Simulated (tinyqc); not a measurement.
Out-diffusion of a doped substrate or buried layer into a growing epitaxial film: one step, computed by the program tinyqc.

x is counted from the original substrate surface into the film, whose surface moves as x = v t. Substrate dopant has one diffusivity; the dopant of the film is taken as uniform.

Question. Moving boundary against the simple erfc. For a surface that grows from dopant-free material and loses none by evaporation, with u = x/l and s = G - u: C/C_s = (1/2) [erfc(u) + (1 + 4 G (G + s)) exp(4 G s) erfc(G + s) - (4G/sqrt(pi)) exp(-u^2)]; for large G it tends to (1/2) erfc(u). Early in the growth G = sqrt(v x_s/(4 D)) for the thickness x_s reached so far; rows give C at the interface (u = 0) and at the surface (u = G).

Inputs (values chosen for the exercise, modelled on antimony in silicon): substrate concentration C_s = 3.2e+18 1/cm^3; growth rate v = 1.3 um/min; growth temperature T = 1200 C.

Film doping: same type as the substrate.

diffusivity D = 2.032628e-13 cm^2/s

Give: The first stage of growth.

Answer.

The first stage of growth:
```
G     C/C_s at the interface  C at the surface (1/cm^3)  simple erfc there (1/cm^3)  ratio  thickness x_s (nm)
0.10                  0.8240                  2.539e+18                   1.420e+18  1.788           3.753e-02
0.25                  0.6797                  1.757e+18                   1.158e+18  1.518           2.345e-01
0.50                  0.5772                  8.955e+17                   7.672e+17  1.167           9.381e-01
0.75                  0.5381                  4.211e+17                   4.622e+17  0.911           2.111e+00
1.00                  0.5209                  1.817e+17                   2.517e+17  0.722           3.753e+00
1.50                  0.5079                  2.568e+16                   5.423e+16  0.474           8.443e+00
2.00                  0.5037                  2.450e+15                   7.484e+15  0.327           1.501e+01
2.50                  0.5020                  1.541e+14                   6.511e+14  0.237           2.345e+01
3.00                  0.5012                  6.273e+12                   3.534e+13  0.177           3.377e+01
```

Caution: rows with a thickness or a length l = x_s/G below about 1 nm are formal for a continuum model.
